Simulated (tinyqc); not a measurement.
Localisation in a chain with random site energies (transfer matrices): one step. The same sites added without interference. Four cases, with inputs chosen for the exercise.

Task: One site alone reflects R_j = e_j^2/(e_j^2 + 4t^2 - E^2); incoherent addition sums R/(1 - R), and T = 1/(1 + sum).

Hopping -t; leads with site energy 0, E = -2t cos(ka). psi_(j+1) = ((e_j - E)/t) psi_j - psi_(j-1), a product of matrices M_j = [[(e_j - E)/t, -1], [1, 0]]. For M = M_N ... M_1 the transmission is T = 4 sin^2(ka)/|M21 - M12 + M22 exp(ika) - M11 exp(-ika)|^2. Long samples draw e_j = W (x_j/2147483647 - 1/2) from x_j = 16807 x_(j-1) mod 2147483647, starting at x0. The localisation length xi, in sites, is defined by ln T = -2N/xi on average; weak disorder gives xi = 24 (4t^2 - E^2)/W^2, and the mean free path for backscattering is xi/2.

Case 1.

Values chosen:
- t = 0.55 eV (hopping)
- E = -0.69 eV (energy)
- e = (0.46, -0.15, -0.07, -0.14, 0.17, -0.44) eV (site energies of the short sample)

Case 2.

Values chosen:
- t = 0.6 eV (hopping)
- E = -0.19 eV (energy)
- e = (0.14, 0.35, 0.59, 0.16, -0.04, 0.15) eV (site energies of the short sample)

Case 3.

Values chosen:
- t = 1.09 eV (hopping)
- E = -0.64 eV (energy)
- e = (0.13, 0.58, -0.7, -0.7, -0.15, -0.26, -0.51) eV (site energies of the short sample)

Case 4.

Values chosen:
- t = 1 eV (hopping)
- E = -0.39 eV (energy)
- e = (-0.14, -0.3, -0.09, 0.07, 0.09, -0.23, -0.23, 0.25) eV (site energies of the short sample)

Give: R_j; sum of R/(1 - R); T without interference.

Result:

Case 1.

R_j: [0.2238, 0.0297, 0.0066, 0.0260, 0.0379, 0.2087]

sum of R/(1 - R) = 0.6555
T without interference = 0.6040

The coherent product gives 0.3831 for this sample.

Case 2.

R_j: [0.0138, 0.0803, 0.1987, 0.0179, 0.0011, 0.0158]

sum of R/(1 - R) = 0.3846
T without interference = 0.7222

The coherent product gives 0.9166 for this sample.

Case 3.

R_j: [0.0039, 0.0719, 0.1014, 0.1014, 0.0052, 0.0153, 0.0565]

sum of R/(1 - R) = 0.3877
T without interference = 0.7206

The coherent product gives 0.8721 for this sample.

Case 4.

R_j: [0.0051, 0.0229, 0.0021, 0.0013, 0.0021, 0.0136, 0.0136, 0.0160]

sum of R/(1 - R) = 0.0777
T without interference = 0.9279

The coherent product gives 0.9818 for this sample.

Computed by tinyqc, one run a case: `OMP_NUM_THREADS=1 python tinyqc.py N N+1 out.jsonl` with N = 1450860, 1450919, 1450921, 1451273; one thread of a shared Intel(R) Xeon(R) Processor @ 2.30GHz, about 0.08 s a run at most.
